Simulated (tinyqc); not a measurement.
Five-level k.p model folded onto the conduction band: one step. Loewdin series. Five cases, with inputs chosen for the exercise.

Question. Give each order and the partial sums, counted from Eg.

Expanding E = H_cc + S(E) about Eg in powers of k^2, with s_n = sum_j H_cj^2/(Eg - H_jj)^n: order k^2: e2 = (1 + Cm) c0 k^2 + s1; order k^4: e4 = -s2 e2; order k^6: e6 = s3 e2^2 + s2^2 e2.

Case 1.

Values chosen (out of a larger set: near those of GaAs; not measured data): Eg = 1.513 eV (gap at Gamma to the s-like level).

H (eV):
```
               c         lh          so      G8 up      G7 up
c      1.5170607  0.5920912   0.4186717  0.2627385  0.1857842
lh     0.5920912          0           0          0          0
so     0.4186717          0  -0.3430000          0          0
G8 up  0.2627385          0           0  4.7200000          0
G7 up  0.1857842          0           0          0  4.5600000
```

Case 2.

Values chosen (out of a larger set: near those of ZnSe; not measured data): Eg = 2.822 eV (gap at Gamma to the s-like level).

H (eV):
```
               c         lh          so      G8 up      G7 up
c      2.7364956  0.8032244   0.5679654  0.1971437  0.1394016
lh     0.8032244          0           0          0          0
so     0.5679654          0  -0.3900000          0          0
G8 up  0.1971437          0           0  7.2600000          0
G7 up  0.1394016          0           0          0  7.1600000
```

Case 3.

Values chosen (out of a larger set: near those of InSb; not measured data): Eg = 0.236 eV (gap at Gamma to the s-like level).

H (eV):
```
               c         lh          so      G8 up      G7 up
c      0.2359451  0.0925135   0.0654169  0.0401165  0.0283667
lh     0.0925135          0           0          0          0
so     0.0654169          0  -0.8180000          0          0
G8 up  0.0401165          0           0  3.5400000          0
G7 up  0.0283667          0           0          0  3.2200000
```

Case 4.

Values chosen (out of a larger set: near those of InAs; not measured data): Eg = 0.407 eV (gap at Gamma to the s-like level).

H (eV):
```
               c         lh          so      G8 up      G7 up
c      0.4051560  0.1663144   0.1176020  0.0709954  0.0502014
lh     0.1663144          0           0          0          0
so     0.1176020          0  -0.4020000          0          0
G8 up  0.0709954          0           0  4.6700000          0
G7 up  0.0502014          0           0          0  4.5300000
```

Case 5.

Values chosen (out of a larger set: near those of GaSb; not measured data): Eg = 0.85 eV (gap at Gamma to the s-like level).

H (eV):
```
               c         lh          so      G8 up      G7 up
c      0.8586102  0.2172950   0.1536508  0.1122106  0.0793449
lh     0.2172950          0           0          0          0
so     0.1536508          0  -0.7540000          0          0
G8 up  0.1122106          0           0  3.5500000          0
G7 up  0.0793449          0           0          0  3.2300000
```

Give: s1 (eV), s2 (no unit), s3 (1/eV); (1 + Cm) c0 k^2 is H_cc - Eg; e2, e4, e6; partial sums.

Answer.

Case 1.

s1 (eV), s2 (no unit), s3 (1/eV); (1 + Cm) c0 k^2 is H_cc - Eg: 0.29330  0.21446  0.12532

e2, e4, e6 (eV): 0.29736  -0.06377  0.02476

partial sums (eV): 0.29736  0.23359  0.25834

The exact value is 0.25039 eV; the errors of the partial sums are +46.96, -16.81 and +7.95 meV.

Case 2.

s1 (eV), s2 (no unit), s3 (1/eV); (1 + Cm) c0 k^2 is H_cc - Eg: 0.31582  0.11529  0.03776

e2, e4, e6 (eV): 0.23031  -0.02655  0.00506

partial sums (eV): 0.23031  0.20376  0.20882

The exact value is 0.20787 eV; the errors of the partial sums are +22.44, -4.11 and +0.96 meV.

Case 3.

s1 (eV), s2 (no unit), s3 (1/eV); (1 + Cm) c0 k^2 is H_cc - Eg: 0.03957  0.15776  0.65472

e2, e4, e6 (eV): 0.03951  -0.00623  0.00201

partial sums (eV): 0.03951  0.03328  0.03529

The exact value is 0.03472 eV; the errors of the partial sums are +4.79, -1.44 and +0.56 meV.

Case 4.

s1 (eV), s2 (no unit), s3 (1/eV); (1 + Cm) c0 k^2 is H_cc - Eg: 0.08326  0.18854  0.43630

e2, e4, e6 (eV): 0.08142  -0.01535  0.00579

partial sums (eV): 0.08142  0.06607  0.07186

The exact value is 0.07005 eV; the errors of the partial sums are +11.37, -3.98 and +1.81 meV.

Case 5.

s1 (eV), s2 (no unit), s3 (1/eV); (1 + Cm) c0 k^2 is H_cc - Eg: 0.06296  0.07737  0.08150

e2, e4, e6 (eV): 0.07157  -0.00554  0.00085

partial sums (eV): 0.07157  0.06603  0.06688

The exact value is 0.06674 eV; the errors of the partial sums are +4.83, -0.71 and +0.14 meV.

Computed by tinyqc, one run a case: `OMP_NUM_THREADS=1 python tinyqc.py N N+1 out.jsonl` with N = 1080502, 1080539, 1080617, 1080678, 1080717; one thread of a shared Intel(R) Xeon(R) Processor @ 2.30GHz, about 0.01 s a run at most.
